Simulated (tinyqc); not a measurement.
What the thin-film term adds: Deal-Grove kinetics of thermal oxidation of silicon. Computed by tinyqc, a small Python program. Command: `OMP_NUM_THREADS=1 python tinyqc.py 3006457 3006458 out.jsonl oxide walk`. One thread of a shared host (Intel(R) Xeon(R) Processor @ 2.30GHz), about 0.06 s of CPU time with the checks.

Oxidant diffuses through the oxide and reacts at the interface, so that dx/dt = B/(A + 2x) for the oxide thickness x.

Inputs (values chosen for the exercise, close to those used for silicon):
```
quantity,value,unit
prefactor B0,768,um^2/h
activation energy E_B,1.24,eV
prefactor (B/A)0,5.86e+06,um/h
activation energy E_A,2.02,eV
temperature T,1175,C
oxidant pressure p,5,atm
pressure exponent m of B/A,0.7,-
initial oxide x_i,0.025,um
ratio c of the extra rate to B/A,1.5,-
decay length L,0.0064,um
```

Ambient: dry oxygen. Surface: (111). Extension: thin-film term.

Constants: k_B = 8.617333262e-05 eV/K.

Method:
- B = B0 p exp(-E_B/(k_B T)), B/A = (B/A)0 p^m exp(-E_A/(k_B T)), p in atm; A = B/(B/A).
- Temperatures in kelvin are T(C) + 273.15.
- tau = (x_i^2 + A x_i)/B and x = (A/2) [sqrt(1 + 4 B (t + tau)/A^2) - 1], the root of x^2 + A x = B (t + tau).
- Thin-film (Massoud) form: dx/dt = B/(A + 2x) + c (B/A) exp(-x/L), integrated from x_i by fourth-order Runge-Kutta in 2000 steps, the i-th of length (2 i - 1) t/2000^2.

length A = 0.110071 um

parabolic constant B = 0.185757 um^2/h

linear constant B/A = 1.68762 um/h

Thickness:
```
t (h),Deal-Grove (um),with the term (um),difference (nm)
0.02,0.0456,0.0458,0.24076
0.05,0.0702,0.0704,0.20551
0.1,0.1030,0.1032,0.16325
0.3,0.1942,0.1943,0.10355
1,0.3833,0.3834,0.05889
3,0.6957,0.6958,0.03439
10,1.3102,1.3103,0.01891
30,2.3070,2.3070,0.01093
```

The gain reaches at most 0.241 nm among these rows, at 0.02 h, and then shrinks, because the thicker film grows more slowly once diffusion matters. If the base rate kept its starting value B/(A + 2 x_i), the gain would level off at L ln(1 + c (1 + 2 x_i/A) exp(-x_i/L)) = 0.275 nm.
